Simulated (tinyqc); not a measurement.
Bias-temperature instability from a Gaussian distribution of capture and emission barriers: one step, computed by the program tinyqc. Command: `OMP_NUM_THREADS=1 python tinyqc.py 3031826 3031827 out.jsonl bti walk`. One thread of a shared host (Intel(R) Xeon(R) Processor @ 2.30GHz), about 0.01 s of CPU time with the checks.

Each trap has a capture time tau_0 exp(E_c/(k_B T)) under stress and an emission time tau_0 exp(E_e/(k_B T)) after it. E_c is Gaussian, and E_e = E_c + d with d Gaussian and independent. A trap counts as filled once t_s exceeds its capture time and as emptied once t_r exceeds its emission time.

Problem. Recovery. Demarcation energies E_s = k_B T ln(t_s/tau_0), E_r = k_B T ln(t_r/tau_0); mean barrier mu = mu_c - k_F F; z = (E_s - mu)/sigma_c; Phi is the standard normal distribution. Temperatures in kelvin are T(C) + 273.15. Remaining shift dV = V_max int_(-infinity)^(E_s) g(E_c) [1 - Phi((E_r - E_c - delta)/sigma_d)] dE_c, g the Gaussian density of E_c (Gauss-Legendre, 120 points over 7 sigma_c below E_s).

Inputs (values chosen for the exercise, for a model p-channel transistor):
```
quantity                                      value  unit
shift with all traps filled V_max               200    mV
spread of capture barriers sigma_c             0.38    eV
mean of E_e - E_c at the stress field, delta  -0.37    eV
spread of E_e - E_c, sigma_d                   0.22    eV
time constant tau_0                           1e-09     s
temperature T                                   175     C
stress time t_s                                  20     s
recovery time t_r                              0.01     s
```

mean barrier mu = 1.2594 eV

shift without recovery dV0 = 36.61545 mV

Constants: k_B = 8.617333262e-05 eV/K.

Give: E_r; remaining shift dV; remaining share dV/dV0.

Solution.

E_r = 0.6225 eV

remaining shift dV = 5.549 mV

remaining share dV/dV0 = 0.1516

A measurement delay of t_r hides 85 % of the shift.
